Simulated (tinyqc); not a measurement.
From results to parameters: diatomic chain. Computed by the program tinyqc.

Problem. A chain of two alternating masses has one spring constant k; at the zone edge omega^2 = 2k/M and 2k/m, and wavenumber = 521.4708 sqrt(omega^2) with omega^2 in eV/(angstrom^2 u). Find k, the heavier mass and the optical wavenumber at q = 0.

wavenumbers at the zone edge (cm^-1): 274.205242  630.831965
lighter mass = 32.800000 u

Solution. The upper value gives k = m omega^2/2, the ratio of the squares gives M/m, and at q = 0 omega^2 = 2k (1/m + 1/M), the sum of the two.

k = 24.0000 eV/angstrom^2
heavier mass = 173.6000 u
optical wavenumber at q = 0 = 687.850 cm^-1
